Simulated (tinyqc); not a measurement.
Floating body of a partially depleted SOI transistor: body voltage and kink: two steps of the calculation.

Source at 0 V. Channel current Ic = 2 nf K Vt^2 [F(0) - F(Vd)](1 + la Vd), F(V) = ln^2(1 + exp((Vg - VT - nf V)/(2 nf Vt))), VT = VT0 - gb Vb. Saturation voltage Vs = 2 Vt sqrt(F(0)) + 3 Vt, excess Ve = (Vd - Vs + sqrt((Vd - Vs)^2 + 0.0004 V^2))/2, multiplication M1 = Ai Ve exp(-Bl/Ve). Each junction passes D(v) = J1 (exp(v/Vt) - 1) + J2 (exp(v/(2 Vt)) - 1). Bipolar current Ib = bb J1 (exp(Vb/Vt) - 1). The body settles where M1 (Ic + Ib) = D(Vb) + D(Vb - Vd) + Vb/Rb; drain current Id = (1 + M1)(Ic + Ib) - D(Vb - Vd).

Values chosen for this exercise; values of the order met in partially depleted silicon-on-insulator transistors: temperature T = 358 K; threshold at zero body voltage VT0 = 0.51 V; fall of the threshold per volt of body voltage gb = 0.18; slope factor nf = 1.41; gain factor per width K = 190 uA/(V^2 um); channel-length modulation factor la = 0.09 1/V; impact-ionisation prefactor Ai = 2.5 1/V; impact-ionisation voltage Bl = 5.5 V; diffusion saturation current of each junction J1 = 3.3e-11 uA/um; recombination saturation current of each junction J2 = 5.8e-7 uA/um; gain of the lateral bipolar transistor on the diffusion current bb = 0; resistance of a weak body tie to the source (1e9 stands for no tie, and the term is then dropped) Rb = 1e9 kohm um; gate voltage Vg = 0.55 V; drain voltage Vd = 2.3 V.

Constants: q = 1.602176634e-19 C, kB = 1.380649e-23 J/K, Vt = kB T/q. Results are converted to the units shown.

Task 1. New Vb. Current into the body I_in = M1 (Ic + Ib) - D(Vb - Vd), current out I_out = D(Vb) + Vb/Rb; f = ln(I_in/I_out), s = df/dVb by central differences over 1e-5 V, Vb(new) = Vb - f/s.

Vb after iteration 1 = 0.74367440 V

Find: Ic; Ve; M1; I_in; I_out; f; s; Vb after iteration 2.

Result 1.

Ic = 2.781 uA/um
Ve = 2.076 V
M1 = 0.3672
I_in = 1.021 uA/um
I_out = 1.072 uA/um
f = -0.04830
s = -29.39 1/V
Vb after iteration 2 = 0.7420 V

Task 2. Drain current with floating and with grounded body. Id and VT at the converged Vb, Id at Vb = 0, their ratio, and the bipolar share Ib/(Ic + Ib).

converged Vb = 0.74202995 V

Wanted: VT; Id, floating; Id, grounded; ratio; bipolar share.

Result 2.

VT = 0.37643 V
Id, floating = 3.7915 uA/um
Id, grounded = 0.78505 uA/um
ratio = 4.8296
bipolar share = 0.0000 %

The body rises to 0.742 V and lowers the threshold by 134 mV.

Range of the model: The multiplication law is an empirical form chosen for the exercise; self-heating and capacitive coupling to the body are left out, and the linear laws are rough once Vb passes about 0.7 V or M1 about 0.1.

Numbers from tinyqc (`OMP_NUM_THREADS=1 python tinyqc.py 2182183 2182184 out.jsonl`; about 0.2 s on one thread of a shared Intel Xeon 2.30GHz).
